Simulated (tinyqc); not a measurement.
Comparisons within one model: static screening by free carriers. A value that a table varies takes the place of the one given here.

kF = (3 pi^2 n/Mv)^(1/3), EF = c kF^2/m with c = hbar^2/2m0, n in 1/angstrom^3 (1e-24 per 1/cm^3), e2 = e^2/(4 pi eps0). Thomas-Fermi: qTF^2 = 6 pi e2 n/(eps EF). Debye: qD^2 = 4 pi e2 n/(eps kB T).

F_j(eta) = (1/Gamma(j + 1)) integral_0^infinity x^j dx/(1 + exp(x - eta)), which tends to exp(eta) for eta << 0.

At finite T: qs^2 = qD^2 F_-1/2(eta)/F_1/2(eta), where n = Mv N F_1/2(eta) and N = 2 (m kB T/(4 pi c))^(3/2) with c = hbar^2/2m0, in 1/angstrom^3; times 1e24 for 1/cm^3.

Donor in the screened potential -(e2/eps) exp(-qs r)/r with the trial function exp(-r/a): E(a) = c/(m a^2) - (e2/eps) 4/(a (2 + qs a)^2), e2 = e^2/(4 pi eps0), c = hbar^2/2m0; isotropic mass.

Lindhard at zero temperature: eps(q)/eps = 1 + (qTF/q)^2 L(x), x = q/(2 kF), L(x) = 1/2 + ((1 - x^2)/(4x)) ln|(1 + x)/(1 - x)|.

Constants: hbar^2/2m0 = 3.80998211 eV angstrom^2; e^2/(4 pi eps0) = 14.39964547 eV angstrom; kB = 8.617333262e-05 eV/K; a0 (Bohr radius) = 0.5291772105 angstrom.

Inputs chosen for the exercise (near those of Si; the results hold for these values, not for the real material):
```
symbol  value   unit    meaning
m       0.3239  m0      mass of one isotropic valley
Mv      6               valleys
eps     11.8            background dielectric constant
T       300     K
n       2e+19   1/cm^3  carrier density
```

## Screening unbinds the donor

All carriers n are taken as free and screen with qs(T); E(a) is minimised over a; a dash marks no bound state. aB = a0 eps/m.

Donor level:
```
n (1/cm^3)  n^(1/3) aB  qs aB  E (meV)   a/aB
1.0e+15          0.019  0.015   -30.72  1.000
9.0e+15          0.040  0.045   -28.92  1.001
5.0e+16          0.071  0.105   -25.50  1.007
1.0e+17          0.089  0.148   -23.21  1.014
4.0e+17          0.142  0.296   -16.44  1.052
1.0e+18          0.193  0.467   -10.30  1.126
2.0e+18          0.243  0.656    -5.22  1.260
6.0e+18          0.350  1.109        -      -
```

aB = 19.3 angstrom

What does this show?

The level rises from -30.72 meV at the lowest density to -5.22 meV at 2e+18 1/cm^3, against -31.65 meV unscreened. The trial function finds no bound state from 6e+18 1/cm^3 on, where qs aB = 1.11 and n^(1/3) aB = 0.35. This trial function loses binding at qs aB = 1 and the exact Yukawa problem at 1.19; the Mott rule of thumb is n^(1/3) aB = 0.26.

## From Debye to Thomas-Fermi

Screening lengths (angstrom):
```
n (1/cm^3)    eta   Debye  Thomas-Fermi  finite T
8.0e+16     -5.85   145.2         18.55     145.2
6.0e+17     -3.83   53.01         13.26     53.21
3.0e+18     -2.19   23.71         10.14     24.15
1.0e+19     -0.89   12.98         8.295     13.78
4.0e+19      0.87   6.492         6.583     7.925
1.0e+20      2.50   4.106         5.651     6.039
6.0e+20      9.29   1.676         4.192     4.213
2.0e+21     20.90  0.9181         3.430     3.433
```

What can be read from the table?

Debye is within 5 % of the finite-T length up to 3e+18 1/cm^3 of the densities listed and Thomas-Fermi from 6e+20 on. The length goes as n^-0.50 at the low end and n^-0.17 at the high end, against the limits -1/2 and -1/6. Both limits give too short a length.

## Static response in three, two and one dimensions

kF = 0.0462133 1/angstrom
qTF = 0.135325 1/angstrom

x = q/(2 kF). Response over its long-wave value: L3 as above; L2 = 1 for x <= 1 and 1 - sqrt(1 - 1/x^2) beyond; L1 = ln|(1 + x)/(1 - x)|/(2x).

Response:
```
x         L3     L2     L1  eps(q)/eps, Lindhard 3D  Thomas-Fermi
0.100  0.997  1.000  1.003                    214.7         215.4
0.300  0.969  1.000  1.032                    24.09         24.82
0.500  0.912  1.000  1.099                    8.820         9.575
0.700  0.816  1.000  1.239                    4.570         5.375
0.900  0.655  1.000  1.636                    2.735         3.647
0.980  0.546  1.000  2.344                    2.220         3.232
1.020  0.454  0.803  2.262                    1.936         3.060
1.100  0.355  0.583  1.384                    1.628         2.772
1.300  0.230  0.361  0.783                    1.291         2.268
1.600  0.143  0.219  0.458                    1.119         1.837
2.200  0.072  0.109  0.223                    1.032         1.443
```

What does this show, and why?

Next to x = 1 the table has L3 = 0.546 and 0.454, L2 = 1.000 and 0.803, L1 = 2.344 and 2.262: an infinite slope in 3D, a kink in 2D and a logarithmic peak in 1D, where the whole Fermi surface is joined by 2 kF. These features give Friedel oscillations of period pi/kF = 68 angstrom at zero temperature; they wash out once kT nears EF, so this table, for T = 0, describes the gas only where EF is well above kT. Thomas-Fermi overstates eps(q) by 8.6 % at x = 0.5 and by 64.1 % at x = 1.6.

## What sets the screening length

All results formed anew. Each row changes one parameter from the base and keeps the others.

Results:
```
case              Debye (angstrom)  Thomas-Fermi (angstrom)  finite T (angstrom)
base                         9.181                    7.390                10.26
n = 4e+19 1/cm^3             6.492                    6.583                7.925
m = 0.4211 m0                9.181                    6.481                9.929
eps = 14.16                  10.06                    8.095                11.24
T = 360 K                    10.06                    7.390                10.98
Mv = 7                       9.181                    7.020                10.12
```

What can be read from the table?

The largest shifts from the base row, up to three for each result and ties (the steps differ in size, so this ranks the rows, not the parameters). Debye (angstrom): n -2.69, eps +0.876, T +0.876; unchanged at the printed digits by m and Mv. Thomas-Fermi (angstrom): m -0.909, n -0.806, eps +0.705; unchanged at the printed digits by T. finite T (angstrom): n -2.34, eps +0.980, T +0.712.

Program tinyqc; command `OMP_NUM_THREADS=1 python tinyqc.py 1681383 1681384 out.jsonl`; about 0.01 s on one thread of a shared Intel(R) Xeon(R) Processor @ 2.30GHz.
